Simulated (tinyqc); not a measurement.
From one barrier to a miniband: Kronig-Penney superlattice by transfer matrices.

Wells (width a, potential 0, mass mw) alternate with barriers (width b, height V0, mass mb); period d = a + b; c = hbar^2/2m0. The vector (psi, psi'/m) is continuous, and a layer of thickness t carries it by M = [[cos kt, (m/k) sin kt], [-(k/m) sin kt, cos kt]] with k = sqrt(m (E - V)/c); for E < V, k = i kappa gives [[cosh, (m/kappa) sinh], [(kappa/m) sinh, cosh]] of kappa t. A Bloch state obeys cos(q d) = tr(Mb Mw)/2.

Constants: hbar^2/2m0 = 3.80998211 eV angstrom^2.

Values chosen for the exercise (near those of an InGaAs superlattice with barriers of InAlAs; not measured data): a = 106 angstrom (well width); b = 35 angstrom (barrier width); V0 = 0.507 eV (barrier height); mw = 0.0414 m0 (mass in the wells); mb = 0.0738 m0 (mass in the barriers).

Transmission through N barriers separated by wells, between leads of the well material: T = 4/[(M11 + M22)^2 + (u M12 - M21/u)^2] with u = k/mw and M the product over all layers; twelve evenly spaced energies around the first miniband.

Transmission:

| E (eV) | tr M/2 of a period | N = 1 | N = 2 | N = 4 | N = 8 |
|---|---|---|---|---|---|
| 0.042381 | 1.971 | 0.00251 | 0.000162 | 8.86e-07 | 2.70e-11 |
| 0.042926 | 1.573 | 0.00255 | 0.000258 | 4.14e-06 | 1.14e-09 |
| 0.043472 | 1.183 | 0.00258 | 0.000463 | 3.58e-05 | 3.00e-07 |
| 0.044018 | 0.800 | 0.00262 | 0.00103 | 0.00327 | 0.00115 |
| 0.044564 | 0.424 | 0.00266 | 0.00369 | 0.00225 | 0.0171 |
| 0.045110 | 0.055 | 0.00269 | 0.180 | 0.0526 | 0.0144 |
| 0.045655 | -0.306 | 0.00273 | 0.00724 | 0.00275 | 0.00668 |
| 0.046201 | -0.661 | 0.00276 | 0.00158 | 0.0241 | 0.00656 |
| 0.046747 | -1.009 | 0.00280 | 0.000689 | 0.000161 | 3.09e-05 |
| 0.047293 | -1.350 | 0.00283 | 0.000390 | 1.40e-05 | 2.08e-08 |
| 0.047839 | -1.684 | 0.00287 | 0.000254 | 2.91e-06 | 4.00e-10 |
| 0.048384 | -2.011 | 0.00291 | 0.000180 | 8.95e-07 | 2.26e-11 |

5 of the energies lie in the miniband (|tr M/2| <= 1); there T for N = 8 runs between 0.00115 and 0.0171. In the gaps it falls with N: at E = 0.0484 eV from 8.95e-07 (N = 4) to 2.26e-11 (N = 8), a slope of ln T of -2.65 a period, against -2 arccosh|tr M/2| = -2.65.

Computed by tinyqc, a small Python program: `OMP_NUM_THREADS=1 python tinyqc.py 1251701 1251702 out.jsonl` (the numbers bound the seed that draws the inputs); one thread of a shared host (Intel(R) Xeon(R) Processor @ 2.30GHz), about 0.05 s for the whole set of steps.
